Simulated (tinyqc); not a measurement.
# MOSFET with velocity saturation and source resistance: several studies

Strong inversion, charge Q = Cox (Vg - m V) at channel potential V with Vg the gate overdrive, and drift velocity v = mu E/(1 + mu E/vsat). Integrating along the channel gives I = mu Cox (1/L)(Vg Vd - m Vd^2/2)/(1 + Vd/Vc) per width, Vc = vsat L/mu, which peaks at Vdsat. Units: I in uA/um, Rs in ohm um, so the drop over Rs is 1e-6 I Rs volts.

Inputs (values chosen for the exercise):
```
symbol  value        unit                       meaning
Cox      0.78     uF/cm^2              gate capacitance
mu0       110  cm^2/(V s)  mobility at low gate voltage
th        0.4         1/V          mobility degradation
vsat    9.1e6        cm/s           saturation velocity
m         1.1                               body factor
VT       0.44           V                     threshold
L        0.07          um                channel length
Rs        100      ohm um             source resistance
Vgs       1.2           V                  gate voltage
```

Each table varies one quantity; the others keep the values above.

## Effect of the mobility at low gate voltage

Vg = Vgs - I Rs - VT (0 if negative), mu = mu0/(1 + th Vg), Vc = vsat L/mu, x = sqrt(1 + 2 Vg/(m Vc)), Vdsat = 2 Vg/(m (1 + x)), Isat = Cox vsat Vg (x - 1)/(x + 1) per width. I = Isat is solved self-consistently; gm = dI/dVgs; Vdsat is the intrinsic value. The velocity at the source is I/(Cox Vg).

Result of one run:

| mu0 (cm^2/(V s)) | Vc (V) | Vdsat (V) | Isat (uA/um) | gm (uS/um) | velocity at the source/vsat |
|---|---|---|---|---|---|
| 920 | 0.08943 | 0.2663 | 309.6 | 482.8 | 0.5982 |

What becomes of these results when the mobility at low gate voltage mu0 is changed from 920 to 50 cm^2/(V s), all else the same?

Result of the changed run:

| mu0 (cm^2/(V s)) | Vc (V) | Vdsat (V) | Isat (uA/um) | gm (uS/um) | velocity at the source/vsat |
|---|---|---|---|---|---|
| 50 | 1.657 | 0.5816 | 79.68 | 163.5 | 0.1493 |

The whole series:

| mu0 (cm^2/(V s)) | Vc (V) | Vdsat (V) | Isat (uA/um) | gm (uS/um) | velocity at the source/vsat |
|---|---|---|---|---|---|
| 50 | 1.657 | 0.5816 | 79.68 | 163.5 | 0.1493 |
| 81 | 1.022 | 0.5388 | 110.9 | 217.8 | 0.2086 |
| 130 | 0.6361 | 0.4893 | 147.0 | 275.2 | 0.2778 |
| 210 | 0.3933 | 0.4342 | 187.1 | 333.5 | 0.3557 |
| 350 | 0.2356 | 0.3736 | 231.3 | 391.7 | 0.4422 |
| 570 | 0.1445 | 0.3175 | 272.3 | 441.1 | 0.5234 |
| 920 | 0.08943 | 0.2663 | 309.6 | 482.8 | 0.5982 |
| 1500 | 0.05479 | 0.2196 | 343.6 | 518.4 | 0.6671 |

As mu0 goes from 50 to 1500 cm^2/(V s), Isat rises from 79.7 to 344 uA/um, Vdsat falls from 0.582 to 0.220 V and gm rises from 164 to 518 uS/um; the velocity at the source goes from 0.15 to 0.67 of vsat. Isat goes as mu0^(0.69) between the first two rows and as mu0^(0.21) between the last two. In every row the channel is so short that velocity overshoot and near-ballistic transport, left out here, matter.

## Effect of the channel length

Same model as above.

Results:

| L (um) | Vc (V) | Vdsat (V) | Isat (uA/um) | gm (uS/um) | velocity at the source/vsat |
|---|---|---|---|---|---|
| 0.03 | 0.3216 | 0.4104 | 204.5 | 357.0 | 0.3895 |
| 0.057 | 0.6121 | 0.4851 | 150.1 | 280.0 | 0.2838 |
| 0.2 | 2.153 | 0.6011 | 65.50 | 137.3 | 0.1225 |
| 0.39 | 4.202 | 0.6389 | 37.92 | 82.87 | 0.07065 |
| 0.73 | 7.870 | 0.6612 | 21.68 | 48.63 | 0.04031 |
| 1.4 | 15.10 | 0.6748 | 11.77 | 26.84 | 0.02186 |
| 2.6 | 28.04 | 0.6820 | 6.476 | 14.89 | 0.01201 |
| 5 | 53.93 | 0.6862 | 3.409 | 7.879 | 0.006322 |

Estimate the missing row, L = 0.11 um.

Computed row:

| L (um) | Vc (V) | Vdsat (V) | Isat (uA/um) | gm (uS/um) | velocity at the source/vsat |
|---|---|---|---|---|---|
| 0.11 | 1.183 | 0.5527 | 100.8 | 200.8 | 0.1894 |

With this row back in the table: As L goes from 0.03 to 5 um, Isat falls from 204 to 3.41 uA/um, Vdsat rises from 0.410 to 0.686 V and gm falls from 357 to 7.88 uS/um; the velocity at the source goes from 0.39 to 0.0063 of vsat. Isat goes as L^(-0.48) between the first two rows and as L^(-0.98) between the last two. For L = 0.03 to 0.057 um the channel is so short that velocity overshoot and near-ballistic transport, left out here, matter.

## Effect of the mobility degradation

Same model as above.

Effect of the mobility degradation:

| th (1/V) | Vc (V) | Vdsat (V) | Isat (uA/um) | gm (uS/um) | velocity at the source/vsat |
|---|---|---|---|---|---|
| 0 | 0.5791 | 0.4789 | 154.6 | 311.3 | 0.2925 |
| 0.2 | 0.6655 | 0.4943 | 143.3 | 280.1 | 0.2708 |
| 0.4 | 0.7520 | 0.5075 | 133.7 | 254.8 | 0.2523 |
| 0.6 | 0.8388 | 0.5190 | 125.3 | 233.6 | 0.2363 |
| 0.8 | 0.9257 | 0.5290 | 118.0 | 215.8 | 0.2222 |
| 1 | 1.013 | 0.5379 | 111.5 | 200.5 | 0.2098 |
| 1.2 | 1.100 | 0.5458 | 105.8 | 187.2 | 0.1988 |

As th goes from 0 to 1.2 1/V, Isat falls from 155 to 106 uA/um, Vdsat rises from 0.479 to 0.546 V and gm falls from 311 to 187 uS/um; the velocity at the source goes from 0.29 to 0.20 of vsat. In every row the channel is so short that velocity overshoot and near-ballistic transport, left out here, matter.

Numbers from tinyqc (`OMP_NUM_THREADS=1 python tinyqc.py 2500041 2500042 out.jsonl`; about 0.01 s on one thread of a shared Intel Xeon 2.30GHz).
